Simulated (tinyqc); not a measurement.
Trap density from two Hall measurements.

Problem. p-type body, charge-sheet picture, full ionisation (an idealisation for deep acceptors), Boltzmann statistics for free electrons. e = Ec - EF at the surface. psi = Eg - Vt ln(Nv/Na) - e; N_dep = sqrt(2 eps0 eps_r Na (psi - Vt)/q); n_f = sqrt(N_dep^2 + 2 eps0 eps_r Vt Nc exp(-e/Vt)/q) - N_dep; Vg = Vfb + psi + q (N_dep + n_t + n_f)/Cox, Cox = eps0 eox/tox. Find e and n_t at both points and the mean trap density between them.

Values chosen for this exercise; band and dielectric values close to those of silicon:
```
symbol    value   unit                                   meaning
T           300      K                               temperature
Eg         1.12     eV                                  band gap
eps_r      11.5                            relative permittivity
Nc      2.77e19  cm^-3    conduction-band density of states at T
Nv       2.6e19  cm^-3       valence-band density of states at T
eox         3.9           relative permittivity of the insulator
tox          26     nm                       insulator thickness
Na       1.2e16  cm^-3                          acceptor density
Vfb       -0.75      V  flat-band voltage without trapped charge
```

Constants: q = 1.602176634e-19 C, kB = 1.380649e-23 J/K, Vt = kB T/q, eps0 = 8.8541878128e-14 F/cm where lengths are in cm. Results are converted to the units shown.

Vg (V): 0.83672353  1.3945270
free sheet density from the Hall effect (cm^-2): 1.5408056e10  1.6832077e11

Solution. Each n_f fixes e; what the gate voltage holds beyond psi, N_dep and n_f is trapped; the difference quotient is the density, smeared over a few Vt.

e (eV): 0.1750  0.1070
n_t (cm^-2): 3.496e11  5.875e11
mean trap density = 3.497e12 cm^-2 eV^-1

Numbers from tinyqc (`OMP_NUM_THREADS=1 python tinyqc.py 2222070 2222071 out.jsonl`; about 0.02 s on one thread of a shared Intel Xeon 2.30GHz).
